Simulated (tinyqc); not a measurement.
# Changing the Born charge Z*

Model: Keating valence-force model of a tetrahedral crystal. Computed by tinyqc, a small Python program. Command: `OMP_NUM_THREADS=1 python tinyqc.py 3022428 3022429 out.jsonl keating sweep`. One thread of a shared host (Intel(R) Xeon(R) Processor @ 2.30GHz), about 0.05 s of CPU time with the checks.

Atom A sits at 0 and atom B at a/4 (1,1,1) of an fcc lattice; the four bonds from A are t = a/4 (1,1,1), a/4 (1,-1,-1), a/4 (-1,1,-1), a/4 (-1,-1,1), of length d = sqrt(3) a/4. Energy: E = (3 alpha/(8 d^2)) sum over bonds (r.r - d^2)^2 + (3 beta/(8 d^2)) sum over pairs of bonds at one atom (r_i.r_j + d^2/3)^2, with beta_A for the six pairs at A and beta_B for the six at B. The cell holds two atoms, Omega = a^3/4. 1 N/m = 1 J/m^2. With constants fitted to the elastic moduli this model puts optical and zone-boundary frequencies of real crystals too high, by up to about 20 % in elemental crystals and up to about 50 % in compounds, and mostly by more for TA modes; in compounds the lattice part of the static dielectric constant then comes out too low.

Inputs (values chosen for the exercise, modelled on cadmium telluride): lattice constant a = 6.48 angstrom; mass M_A = 112.41 u; mass M_B = 127.6 u; bond stretching alpha = 28 N/m; bond bending beta_A = 2.52 N/m; bond bending beta_B = 2.52 N/m; eps_inf = 6.97.

Structure: zinc blende.

Constants: nu for 1 eV/(angstrom^2 u) = 15.6333042 THz; 1 eV/angstrom^2 = 16.02176634 J/m^2; 1 THz = 33.35640952 1/cm; e^2/(4 pi eps_0) = 14.39964548 eV angstrom.

Method. beta = (beta_A + beta_B)/2; mu = M_A M_B/(M_A + M_B); lambda = 4 (alpha + beta)/mu with the springs in eV/angstrom^2; nu = 15.6333042 THz x sqrt(lambda). The long-range field adds 4 pi Z*^2 (e^2/(4 pi eps_0))/(eps_inf Omega mu) to lambda for the longitudinal mode at q -> 0; lambda = (nu/15.6333042 THz)^2; eps_0 = eps_inf (nu_LO/nu_TO)^2 (Lyddane-Sachs-Teller; here eps_0 is the static dielectric constant).

One run for each value:
```
Born charge Z* (e)  nu_LO at G (THz)  static dielectric constant  nu_TO at G (THz)
0.4                           5.6045                       7.026            5.5822
0.8                           5.6710                       7.193            5.5822
1.2                           5.7800                       7.473            5.5822
1.6                           5.9293                       7.864            5.5822
2.0                           6.1159                       8.366            5.5822
2.4                           6.3365                       8.981            5.5822
2.8                           6.5877                       9.707            5.5822
3.2                           6.8661                      10.545            5.5822
3.6                           7.1686                      11.494            5.5822
```

What does the table show, and why?

Over the rows, nu_LO at G (THz) rises from 5.60 to 7.17 (exponent d ln y / d ln x 0.017 between the first rows and 0.37 between the last); static dielectric constant rises from 7.03 to 11.5 (exponent d ln y / d ln x 0.034 between the first rows and 0.73 between the last); nu_TO at G (THz) does not change. nu_LO^2 - nu_TO^2 grows as Z*^2: from 0.250 to 20.2 THz^2, a factor 81.0.
